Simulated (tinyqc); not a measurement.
Mobility and doping from two currents.

Problem. A trap-free film with injecting contacts is fitted, with diffusion neglected, by J = q mu N V/Lf + (9/8) eps0 eps_r mu V^2/Lf^3. Find mu, N and the voltage at which both terms are equal.

Values chosen for this exercise:
```
symbol,value,unit,meaning
eps_r,11.9,,relative permittivity
Lf,790,nm,film thickness
```

Constants: q = 1.602176634e-19 C, eps0 = 8.8541878128e-14 F/cm where lengths are in cm. Results are converted to the units shown.

J at 2.8 and 9 V (A/cm^2): [1.6719361, 7.6546851]

Answer. J/V is a straight line in V: the slope gives mu and the intercept mu N.

mu = 0.0170 cm^2/(V s)
N = 1.40e16 cm^-3
crossover voltage = 11.8 V

tinyqc, about 3 s, one thread, Intel Xeon 2.30GHz (shared host): `OMP_NUM_THREADS=1 python tinyqc.py 2730132 2730133 out.jsonl`
